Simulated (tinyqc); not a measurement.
Capture against temperature: configuration-coordinate model of carrier capture at a defect.

Two parabolas of equal curvature k in one coordinate Q: with the carrier free at the band edge, U_f = k Q^2/2; with the carrier trapped, U_t = k (Q - dQ)^2/2 - ET. ER = k dQ^2/2, Huang-Rhys factor S = ER/hw, hw = 0.0646541 sqrt(k/M) eV for k in eV/angstrom^2 and M in u. The curves cross at a height Eb = (ER - ET)^2/(4 ER) above the free minimum.

Multiphonon factor for giving p = ET/hw phonons to the lattice: W = exp(-S (2 nb + 1)) ((nb + 1)/nb)^(p/2) I_p(x), nb = 1/(exp(hw/kT) - 1), x = 2 S sqrt(nb (nb + 1)), I_p the modified Bessel function. Classical limit: W = hw exp(-Eb/kT)/sqrt(4 pi ER kT). At T = 0: exp(-S) S^p/Gamma(p + 1).

Constants: kB = 8.617333262e-05 eV/K.

Values chosen for the exercise (out of a larger set: of the size met at an oxide trap near a Si / SiO2 interface; not measured data):
- ET = 0.43 eV (thermal depth of the level below the band edge)
- ER = 0.88 eV (relaxation energy)
- hw = 0.044 eV (phonon energy of the mode)

The local activation energy is -d ln W/d(1/kT), by central differences with T changed by 1 %.

Against T:
```
T (K)  kT/hw  log10 W  log10 W, classical  activation energy (eV)
40     0.078   -2.300              -7.895                  0.0000
60     0.118   -2.299              -5.567                  0.0001
80     0.157   -2.295              -4.422                  0.0005
120    0.235   -2.259              -3.302                  0.0040
160    0.313   -2.189              -2.760                  0.0101
220    0.431   -2.067              -2.335                  0.0188
300    0.588   -1.931              -2.051                  0.0256
400    0.783   -1.816              -1.872                  0.0283
550    1.077   -1.720              -1.743                  0.0269
```

log10 W at T = 0 = -2.300
Eb = 0.0575 eV

At 40 K log10 W is -2.30, against -2.30 at T = 0 and -7.9 classically; at 550 K the two forms differ by +0.02. The activation energy read from an Arrhenius plot goes from 0.000 eV at 40 K to 0.027 at 550 K, with its largest value 0.028 at 400 K, against Eb = 0.058 eV; the classical form itself gives Eb - kT/2. A measured slope therefore understates the barrier.

Program tinyqc; command `OMP_NUM_THREADS=1 python tinyqc.py 1480654 1480655 out.jsonl`; about 0.01 s on one thread of a shared Intel(R) Xeon(R) Processor @ 2.30GHz.
